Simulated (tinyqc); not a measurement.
## Thermal resistances of a two-die stack

Question. Heat leaves through the lower die only, and the system is linear. Find the resistance R1 from the lower die to the coolant, R2 between the dies, and the rise of the upper die when both are powered.

Parameters, values chosen for the exercise: power of the lower die P1 = 28 W; power of the upper die P2 = 10 W.

rises of the lower and upper die with only the lower one powered (K): 7.56  7.56
rises of the lower and upper die with only the upper one powered (K): 2.7  5

Answer. With only the lower die powered no heat crosses R2, so both dies rise by P1 R1; the difference in the second test is P2 R2; rises add.

R1 = 0.270 K/W
R2 = 0.230 K/W
rise of the upper die = 12.6 K

Numbers from tinyqc (`OMP_NUM_THREADS=1 python tinyqc.py 2162075 2162076 out.jsonl`; about 0.02 s on one thread of a shared Intel Xeon 2.30GHz).
